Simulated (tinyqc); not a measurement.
Changing the wavelength: surface photovoltage measurement of the minority-carrier diffusion length in a wafer. Computed by tinyqc, a small Python program. Command: `OMP_NUM_THREADS=1 python tinyqc.py 3130137 3130138 out.jsonl spv sweep`. One thread of a shared host (Intel(R) Xeon(R) Processor @ 2.30GHz), about 0.01 s of CPU time with the checks.

Low injection, steady light, a depletion layer much thinner than 1/alpha and L. The excess density dn is taken at the front edge of the neutral region; light that reaches the back is lost.

Inputs (values chosen for the exercise, modelled on p-type silicon at room temperature): diffusion length L = 65 micrometre; wafer thickness W = 300 micrometre; diffusivity D = 27.5 cm^2/s; front recombination velocity S_f = 9700 cm/s; back recombination velocity S_b = 960 cm/s; photon flux entering = 2.9e+12 1/(cm^2 s); minority density at the surface barrier scale n_0 = 2.2e+08 1/cm^3; temperature T = 298 K.

Constants: k_B = 8.617333262e-05 eV/K.

Method:
- alpha = (84.732/lambda - 76.417)^2 per cm with lambda in micrometre (an empirical fit for silicon between 0.7 and 1.05 micrometre).
- Thick wafer: dn = Phi L/((S_f + D/L)(L + 1/alpha)). Finite wafer, with s = S_b L/D, w = W/L, a = alpha L: dn = [Phi a/(a^2 - 1)] [a - B - exp(-alpha W)(a - s)/(cosh w + s sinh w)]/(S_f + B D/L), B = (sinh w + s cosh w)/(cosh w + s sinh w).
- Photovoltage V = (k_B T/e) ln(1 + dn/n_0). Lifetime = L^2/D.

One run for each value:
```
wavelength (nm)  dn, finite wafer (1/cm^3)  penetration depth 1/alpha (micrometre)  dn, thick wafer (1/cm^3)
780                             1.8131e+08                                    9.64                1.8129e+08
811                             1.7416e+08                                   12.70                1.7415e+08
842                             1.6492e+08                                   17.05                1.6491e+08
874                             1.5252e+08                                   23.73                1.5251e+08
905                             1.3703e+08                                   33.76                1.3700e+08
936                             1.1746e+08                                   50.24                1.1742e+08
968                             9.2778e+07                                   80.93                9.2725e+07
999                             6.5496e+07                                  141.73                6.5454e+07
1030                            3.7844e+07                                  292.50                3.7850e+07
```

Describe the trends.

Over the rows, dn, finite wafer (1/cm^3) falls from 1.81e8 to 3.78e7 (exponent d ln y / d ln x -1.0 between the first rows and -18 between the last); penetration depth 1/alpha (micrometre) rises from 9.64 to 292 (exponent d ln y / d ln x 7.1 between the first rows and 24 between the last); dn, thick wafer (1/cm^3) falls from 1.81e8 to 3.78e7 (exponent d ln y / d ln x -1.0 between the first rows and -18 between the last).
